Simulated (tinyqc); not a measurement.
From a target to a composition: virtual-crystal alloy in the empirical-pseudopotential method.

Problem. The gap from the valence top to the fifth band at L = (1/2,1/2,1/2) is given; it is monotonic in x. Find x.

Empirical pseudopotential on the fcc lattice, atoms at +/- tau, tau = a (1,1,1)/8, no spin-orbit coupling. H(G,G') = c (2 pi/a)^2 |k + G|^2 delta + VS(q) cos(q.tau) + i VA(q) sin(q.tau), q = G - G', c = hbar^2/2m0; k and G in units of 2 pi/a; VS at |q|^2 = 3, 8, 11 and VA at 3, 4, 11, in rydberg, zero elsewhere. At each k the basis holds all G with |k + G|^2 up to 16; energies are counted from the fourth level at Gamma.

Virtual crystal A(1-x)B(x): a = (1 - x) a_A + x a_B. Rule linear: V = (1 - x) V_A + x V_B. Rule volume: V = [(1 - x) a_A^3 V_A + x a_B^3 V_B]/a^3, since a form factor is an atomic potential divided by the cell volume.

Constants: hbar^2/2m0 = 3.80998211 eV angstrom^2; Ry = 13.60569312 eV.

Inputs chosen for the exercise (classic local form factors of the size used for Si (A) and Ge (B), which place X and L only to a few tenths of an eV; shifted at random, so the results belong to these values and not to a real crystal):
- a = (5.426, 5.671) angstrom (lattice constants of A, B)
- VSA = (-0.215, 0.041, 0.08) Ry (symmetric form factors of A)
- VAA = (0, 0, 0) Ry (antisymmetric form factors of A)
- VSB = (-0.229, 0.011, 0.061) Ry (symmetric form factors of B)
- VAB = (0, 0, 0) Ry (antisymmetric form factors of B)
- rule = volume (mixing rule)

gap to L = 1.11062 eV

Find: x; a.

Solution. Bisect on x between the ends, where the gap to L is 1.892 and 1.001 eV; a straight line between them would give x = 0.88.

x = 0.87
a = 5.639 angstrom

Program tinyqc; command `OMP_NUM_THREADS=1 python tinyqc.py 1080777 1080778 out.jsonl`; about 0.3 s on one thread of a shared Intel(R) Xeon(R) Processor @ 2.30GHz.
